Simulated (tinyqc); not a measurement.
# Undoped symmetric double-gate MOSFET, analytic potential model, step by step

Program tinyqc, `OMP_NUM_THREADS=1 python tinyqc.py 2440065 2440066 out.jsonl`; Intel Xeon 2.30GHz, shared host, one thread, about 0.01 s. Printed values are rounded.

An undoped body of thickness ts between two equal insulators and tied gates; long channel, electrons only, n = ni exp((psi - V)/Vt) with V the quasi-Fermi potential (0 at the source, Vd at the drain), constant mobility, no quantisation. Across the body psi(x) = V - 2 Vt ln[(ts/(2 beta)) sqrt(q ni/(2 eps0 eps_r Vt)) cos(2 beta x/ts)], x from the centre. Q is the electron charge per area of the whole body.

Parameters, values chosen for the exercise; material values close to those of silicon:
- T = 293 K (temperature)
- Eg = 1.11 eV (band gap)
- eps_r = 11.5 (relative permittivity of the semiconductor)
- Nc = 2.68e19 cm^-3 (conduction-band density of states at T)
- Nv = 2.6e19 cm^-3 (valence-band density of states at T)
- eox = 9.41 (relative permittivity of the gate insulator)
- tox = 2.8 nm (insulator thickness)
- ts = 12 nm (body thickness)
- dphi = 0.08 V (gate work function less that of the intrinsic body)
- mu = 210 cm^2/(V s) (channel mobility)
- L = 0.1 um (gate length)
- Vg = 0.42 V (gate voltage)
- Vd = 0.8 V (drain voltage)

Constants: q = 1.602176634e-19 C, kB = 1.380649e-23 J/K, Vt = kB T/q, eps0 = 8.8541878128e-14 F/cm where lengths are in cm. Results are converted to the units shown.

## Constants of the body

ni = sqrt(Nc Nv) exp(-Eg/(2 Vt)), Eg in volts; r = eps_r tox/(eox ts); V0 = dphi + 2 Vt ln[(2/ts) sqrt(2 eps0 eps_r Vt/(q ni))].

ni = 7.50268e9 cm^-3
r = 0.285158
V0 = 0.549454 V

## Iteration 1: beta at the source by Newton steps in z = ln(tan beta)

z at the start = 0

With V = 0, t = exp(z), beta = arctan(t): f = ln(beta) + (1/2) ln(1 + t^2) + 2 r beta t - (Vg - V0)/(2 Vt); with c = t/(1 + t^2), df/dz = c/beta + t c + 2 r t (c + beta); z(new) = z - f/(df/dz).

beta = 0.785398
f = 3.11649
df/dz = 1.86970
z after iteration 1 = -1.66684

## Iteration 2: beta at the source by Newton steps in z = ln(tan beta)

As before.

beta = 0.186645
f = 0.922635
df/dz = 1.05111
z after iteration 2 = -2.54461

## Course of the iteration: beta at the source by Newton steps in z = ln(tan beta)

Stop when z changes by less than 1e-11, or after 60 iterations.

Course of the iteration:
```
iteration         z  |change|
1          -1.66684      1.67
2          -2.54461     0.878
3          -2.56788    0.0233
4          -2.56789   4.76e-6
5          -2.56789  1.92e-13
```

Converged in 5 iterations. At the end the number of correct digits about doubles with each step.

## Charges and drain current

beta_s = 0.0765476
beta_d = 1.01488e-8

beta (between 0 and pi/2) solves (Vg - V0 - V)/(2 Vt) = ln(beta) - ln(cos beta) + 2 r beta tan(beta). Q = 8 eps0 eps_r Vt beta tan(beta)/ts; I = mu (1/L)(4 eps0 eps_r/ts)(2 Vt)^2 [g(beta_s) - g(beta_d)] per width, g = beta tan(beta) - beta^2/2 + r beta^2 tan^2(beta), with beta_s at V = 0 and beta_d at V = Vd.

Qs = 1.00626 nC/cm^2
Qd = 1.76534e-14 nC/cm^2
g(beta_s) = 0.00295107
g(beta_d) = 5.14995e-17
I = 0.0536371 uA/um

The term r beta^2 tan^2(beta), which gives the square law, makes up 0.333 % of g at the source.

## Potential and electron density across the body at the source

x/ts, point 0 to 6: 0  0.1  0.2  0.3  0.4  0.45  0.5

psi(x) as above with V = 0 and beta = beta_s; n = ni exp(psi/Vt).

```
point   psi (V)   n (cm^-3)
0      0.339683  5.22357e15
1      0.339689  5.22480e15
2      0.339707  5.22847e15
3      0.339736  5.23461e15
4      0.339778  5.24321e15
5      0.339803  5.24844e15
6      0.339831  5.25430e15
```

The density at the surface is 1.01 times that at the centre (1/cos^2 beta).
